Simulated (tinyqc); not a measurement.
# Remanence, coercive field and barrier from the coefficients

Problem. u = al P^2 + be P^4 - E P (P in uC/cm^2, E in kV/cm, u in mJ/cm^3). Find Pr, the polarisation Pc at which dE/dP = 0, Ec and the barrier u(0) - u(Pr).

al = -62.127909 kV cm/uC
be = 0.058722032 kV cm^5/uC^3

Answer. Pr^2 = -al/(2 be), Pc^2 = -al/(6 be), Ec = -(4/3) al Pc and the barrier is al^2/(4 be).

Pr = 23.0 uC/cm^2
Pc = 13.3 uC/cm^2
Ec = 1.10e3 kV/cm
barrier = 1.64e4 mJ/cm^3

Computed by the program tinyqc: `OMP_NUM_THREADS=1 python tinyqc.py 2860045 2860046 out.jsonl`, one thread of a shared Intel Xeon 2.30GHz, about 0.08 s for the whole run.
